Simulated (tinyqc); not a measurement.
# Changing the gate voltage V_G

Model: charge control and current of a heterostructure field-effect transistor. Computed by tinyqc, a small Python program. Command: `OMP_NUM_THREADS=1 python tinyqc.py 3009469 3009470 out.jsonl hemt sweep`. One thread of a shared host (Intel(R) Xeon(R) Processor @ 2.30GHz), about 0.01 s of CPU time with the checks.

Two subbands in a triangular well; E_F is counted from the conduction band edge of the channel at the interface.

Inputs (values chosen for the exercise, modelled on AlGaN/GaN):

| quantity | value | unit |
|---|---|---|
| channel mass m | 0.2 | m_0 |
| permittivity eps (barrier and channel) | 9.42 | - |
| barrier thickness d | 39 | nm |
| Schottky barrier phi_B | 1.4 | eV |
| conduction band offset dE_c | 0.55 | eV |
| polarisation charge sigma/e | 1.9e+13 | 1/cm^2 |
| mobility mu | 1500 | cm^2/(V s) |
| saturation velocity v_s | 1.1 | 1e7 cm/s |
| gate length L | 1700 | nm |
| source resistance R_S | 0 | ohm mm |
| temperature T | 400 | K |
| mixing | 0.3 | - |
| iteration cap | 200 | - |

Charge source: polarisation. Velocity law: two-piece.

Constants: e = 1.602176634e-19 C; eps_0 = 8.8541878128e-12 F/m; k_B = 8.617333262e-05 eV/K; hbar = 1.054571817e-34 J s; m_0 = 9.1093837015e-31 kg; k_B = 1.380649e-23 J/K.

Method:
- Threshold V_T = phi_B - dE_c - sigma d/(eps eps_0) (in volts); C_b = eps eps_0/d.
- Charge control: n_s = C_b (V_G - V_T - E_F/e)/e. Well: mean field F = e n_s/(2 eps eps_0), E_i = (hbar^2/2m)^(1/3) [(3 pi e F/2)(i + 3/4)]^(2/3), i = 0, 1; n_s = D k_B T sum_i ln(1 + exp((E_F - E_i)/k_B T)), D = m/(pi hbar^2), which is solved in closed form for E_F.
- Iteration from n_s = C_b (V_G - V_T)/(2e): E_F from n_s, n_out from the charge control, n_new = n_s + mixing (n_out - n_s), kept above n_s/10; stop when |n_out/n_s - 1| < 1e-9.
- C_g = e dn_s/dV_G = 1/(1/C_b + 1/C_q), 1/C_q = d(E_F/e)/d(e n_s) by a central difference of +/- 0.1 % in n_s; added distance dd = eps eps_0/C_q.
- With V = e n_s/C_g and V_c = v_s L/mu: for v = mu F up to v_s, I/W = C_g v_s V_c (sqrt(1 + (V/V_c)^2) - 1) and V_Dsat = V + V_c - sqrt(V^2 + V_c^2); g_m = dI/dV; extrinsic g_m/(1 + g_m R_S); f_T = g_m/(2 pi C_g L).

One run for each value:

| gate voltage V_G (V) | sheet density n_s (1/cm^2) | gate capacitance C_g (microfarad/cm^2) | E_F (meV) | saturation current I/W (mA/mm) | extrinsic g_m (mS/mm) |
|---|---|---|---|---|---|
| -4.00 | 1.1919e+13 | 0.20567 | 454.93 | 1837.4 | 224.22 |
| -3.50 | 1.2561e+13 | 0.20576 | 473.97 | 1949.5 | 224.52 |
| -3.00 | 1.3203e+13 | 0.20585 | 492.80 | 2061.7 | 224.79 |
| -2.60 | 1.3717e+13 | 0.20592 | 507.72 | 2151.6 | 224.98 |
| -2.10 | 1.4360e+13 | 0.20599 | 526.21 | 2264.0 | 225.19 |
| -1.60 | 1.5003e+13 | 0.20606 | 544.53 | 2376.6 | 225.38 |
| -1.10 | 1.5646e+13 | 0.20613 | 562.69 | 2489.2 | 225.56 |
| -0.64 | 1.6238e+13 | 0.20618 | 579.26 | 2592.9 | 225.70 |
| -0.16 | 1.6856e+13 | 0.20624 | 596.43 | 2701.2 | 225.84 |
| 0.32 | 1.7474e+13 | 0.20629 | 613.48 | 2809.6 | 225.97 |
| 0.80 | 1.8092e+13 | 0.20634 | 630.41 | 2918.0 | 226.09 |

What does the table show?

Over the rows, sheet density n_s (1/cm^2) rises from 1.19e13 to 1.81e13; gate capacitance C_g (microfarad/cm^2) rises from 0.2057 to 0.2063; E_F (meV) rises from 455 to 630.

Caution (rows -1.10, -0.640, -0.160, 0.320, 0.800): E_F lies above the conduction band minimum of the barrier, so electrons would spill into the barrier.

Extremes, crossings and ranges named in words are read from the listed rows.
